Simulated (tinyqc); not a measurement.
# Worked calculation: single-junction solar cell, detailed-balance limit

Numbers from tinyqc (`OMP_NUM_THREADS=1 python tinyqc.py 2820130 2820131 out.jsonl`; about 0.01 s on one thread of a shared Intel Xeon 2.30GHz). Printed values are rounded.

Every photon above the gap Eg makes one pair and none below is absorbed; carriers thermalise at T and move without loss. Jsc = q fs X Phi(Eg, Ts); the dark current is J0 = q ge Phi(Eg, T)/ERE with the Boltzmann factor exp(V/Vt). The efficiency is the electrical power over fs X sigma Ts^4.

Inputs (values chosen for the exercise): cell temperature T = 280 K; temperature of the black-body sun Ts = 5760 K; share of the hemisphere filled by the sun fs = 2.16e-5; concentration X = 10; external radiative efficiency ERE = 1; number of faces that emit ge = 1; band gap Eg = 2.27 eV.

Constants: q = 1.602176634e-19 C, kB = 1.380649e-23 J/K, h = 6.62607015e-34 J s, c = 299792458 m/s, Vt = kB T/q. Results are converted to the units shown.

## Photon flux of the source, term by term

Photon flux above E from a black body at temperature T into a hemisphere: Phi(E, T) = A sum_k exp(-k E/th)[E^2 th/k + 2 E th^2/k^2 + 2 th^3/k^3], k = 1, 2, ..., with th = kB T/q in eV and A = 2 pi q^3/(h^3 c^2). The first six terms at E = Eg, T = Ts are listed; the flux takes all.

th = 0.496358 eV
A = 9.88329e22 cm^-2 s^-1 eV^-3
terms k = 1..6 (eV^3): [0.0404772, 1.69360e-4, 1.08479e-6, 8.10086e-9, 6.54642e-11, 5.55070e-13]
Phi(Eg, Ts) = 4.01733e21 cm^-2 s^-1

The first term, the Boltzmann limit, holds 99.6 % of the flux.

## Photocurrent, dark current and incident power

Photon flux above E from a black body at temperature T into a hemisphere: Phi(E, T) = A sum_k exp(-k E/th)[E^2 th/k + 2 E th^2/k^2 + 2 th^3/k^3], k = 1, 2, ..., with th = kB T/q in eV and A = 2 pi q^3/(h^3 c^2). Jsc = q fs X Phi(Eg, Ts), J0 = q ge Phi(Eg, T)/ERE. Pin = fs X sigma Ts^4, sigma = 2 pi^5 kB^4/(15 h^3 c^2).

Jsc = 139.028 mA/cm^2
J0 = 2.78756e-35 mA/cm^2
Pin = 1348.20 mW/cm^2

## Iteration 1: maximum power point by substitution

v at the start = 0

v = Vmp/Vt solves (1 + v) exp(v) = 1 + Jsc/J0; v(new) = ln[(1 + Jsc/J0)/(1 + v)].

v after iteration 1 = 84.5000

## Iteration 2: maximum power point by substitution

As before.

v after iteration 2 = 80.0515

## Course of the iteration: maximum power point by substitution

Stop when v changes by less than 1e-10, or after 40 iterations.

Course of the iteration:

| iteration | v | \|change\| |
|---|---|---|
| 1 | 84.5000 | 84.5 |
| 2 | 80.0515 | 4.45 |
| 3 | 80.1049 | 0.0534 |
| 4 | 80.1042 | 6.59e-4 |
| 5 | 80.1042 | 8.13e-6 |
| 6 | 80.1042 | 1.00e-7 |
| 7 | 80.1042 | 1.24e-9 |
| 8 | 80.1042 | 1.52e-11 |

Converged in 8 iterations. At the end each change is about 0.012 times the one before, with alternating sign: linear convergence.

## Voltages, fill factor and efficiency

v = 80.1042

Voc = Vt ln(1 + Jsc/J0), Vmp = v Vt, Jmp = Jsc - J0 (exp(v) - 1), FF = Vmp Jmp/(Voc Jsc), efficiency Vmp Jmp/Pin.

Voc = 2.03886 V
Eg/q - Voc = 0.231139 V
Vmp = 1.93280 V
Jmp = 137.314 mA/cm^2
FF = 0.936291
efficiency = 19.6854 %

All recombination is radiative here.
